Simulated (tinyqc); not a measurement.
Global model of a low-pressure process discharge: electron temperature, density, ion flux and ion energy: one step, computed by the program tinyqc. Command: `OMP_NUM_THREADS=1 python tinyqc.py 3110419 3110420 out.jsonl plasma walk`. One thread of a shared host (Intel(R) Xeon(R) Processor @ 2.30GHz), about 0.01 s of CPU time with the checks.

Maxwellian electrons with temperature T_e in eV, one positive ion, no negative ions, uniform bulk density n; rate constants have the Arrhenius form.

Task: Energy per pair and density. E_c = E_iz + (X0 exp(-E_ex/T_e) E_ex + K_el (3 m_0/M) T_e)/K_iz; wall potential V_s = (T_e/2) ln(M/(2 pi m_0)); E_T = E_c + 2 T_e + T_e/2 + V_s; n = P/(e u_B A_eff E_T); ion current density J = e h_L n u_B; ionised share n/n_g.

Inputs (values chosen for the exercise, of the order of those of an inductive discharge in a simple atomic gas): ion mass M = 40 u; ionisation energy E_iz = 12.9 eV; excitation prefactor X0 = 2.2e-14 m^3/s; excitation energy E_ex = 8.74 eV; elastic rate constant K_el = 1.1e-13 m^3/s; gas temperature T_g = 400 K; absorbed power P = 2300 W.

T_e = 2.155709 eV

K_iz = 1.259227e-16 m^3/s

Bohm velocity u_B = 2280.320 m/s

A_eff = 1089.417 cm^2

h_L = 0.2787987

gas density n_g = 9.234787e+19 1/m^3

Constants: m_0 = 9.1093837015e-31 kg; u = 1.6605390666e-27 kg; e = 1.602176634e-19 C.

Give: collisional loss per pair E_c; wall potential V_s; E_T; plasma density n; ion current density J; ionised share.

Result:

collisional loss per pair E_c = 39.465 eV

wall potential V_s = 10.088 V

E_T = 54.943 eV

plasma density n = 1.0518e+12 1/cm^3

ion current density J = 10.713 mA/cm^2

ionised share = 0.011389

Collisions take 72 % of the power and the walls the rest. T_e came from the particle balance alone; the power sets only n.
